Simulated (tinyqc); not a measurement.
Anneal temperature: kinetics of strain relaxation and threading dislocations in mismatched semiconductor layers. Computed by tinyqc, a small Python program. Command: `OMP_NUM_THREADS=1 python tinyqc.py 3028367 3028368 out.jsonl threading walk`. One thread of a shared host (Intel(R) Xeon(R) Processor @ 2.30GHz), about 0.01 s of CPU time with the checks.

60-degree dislocations on {111} planes of a (001) layer, isotropic elasticity. The Schmid factor is 1/sqrt(6), and a misfit segment relieves strain with b/2.

Inputs (values chosen for the exercise, modelled on Si(0.8)Ge(0.2) on Si):

| quantity | value | unit |
|---|---|---|
| misfit f | 0.0082 | - |
| shear modulus G | 65.9 | GPa |
| Poisson ratio nu | 0.27 | - |
| Burgers vector b | 3.88 | angstrom |
| glide activation energy Q | 2.12 | eV |
| velocity prefactor v0 | 22000 | m/s per MPa |
| layer thickness h | 100 | nm |
| anneal temperature T | 803 | K |
| anneal time t | 15 | s |
| initial thread density rho_0 | 1.3e+07 | 1/cm^2 |
| multiplication constant delta | 91000 | 1/m |

Sources: multiplication.

Constants: k_B = 8.617333262e-05 eV/K.

Method:
- Excess resolved stress tau = (1/sqrt 6) [2 G (1 + nu)/(1 - nu)] (e - e_eq), e_eq = b (1 - nu/4) [ln(h/b) + 1]/(4 pi (1 + nu) h), the Matthews-Blakeslee strain of an uncapped layer; glide velocity v = v0 tau exp(-Q/(k_B T)), tau in MPa.
- Threads run in two directions, so de/dt = -(b/4) rho v, and they multiply as d rho/dt = delta rho v. With x = e - e_eq, x0 = f - e_eq (fully strained at t = 0) and v = m S x (m the mobility, S x = tau): rho = rho_0 + (4 delta/b)(x0 - x), so dx/dt = -k x (a - x), k = delta m S, a = x0 + b rho_0/(4 delta): a logistic law, x = a/[1 + (a/x0 - 1) exp(k a t)].
- The half time is that at which x = x0/2.

half time = 61.6945 s

excess stress tau = 628.554 MPa

equilibrium strain e_eq = 0.00148537

After the time t:

| T (K) | first velocity (micrometre/s) | relieved (%) | threads (1/cm^2) | half time (s) |
|---|---|---|---|---|
| 727 | 2.7816e-02 | 7.9833e-02 | 1.3503e+07 | 1.5177e+03 |
| 754 | 9.3447e-02 | 2.8036e-01 | 1.4766e+07 | 4.5178e+02 |
| 786 | 3.5275e-01 | 1.2671e+00 | 2.0982e+07 | 1.1968e+02 |
| 811 | 9.2576e-01 | 5.0527e+00 | 4.4829e+07 | 4.5603e+01 |
| 842 | 2.8284e+00 | 5.0492e+01 | 3.3107e+08 | 1.4926e+01 |
| 862 | 5.5712e+00 | 9.7937e+01 | 6.2993e+08 | 7.5778e+00 |
| 891 | 1.4105e+01 | 1.0000e+02 | 6.4293e+08 | 2.9931e+00 |
| 938 | 5.6263e+01 | 1.0000e+02 | 6.4293e+08 | 7.5037e-01 |

The half time follows exp(Q/(k_B T)), a decade for each 66 K near 842 K. Relief goes from 5.1 % at 811 K to 97.9 % at 862 K: with multiplication the onset is abrupt, after an incubation in which threads breed, and the final density is set by delta, not by rho_0. Caution: rows with more than 50 % relieved leave out blocking by crossing misfit lines, which slows real layers.

Extremes, crossings and ranges named in words are read from the listed rows.
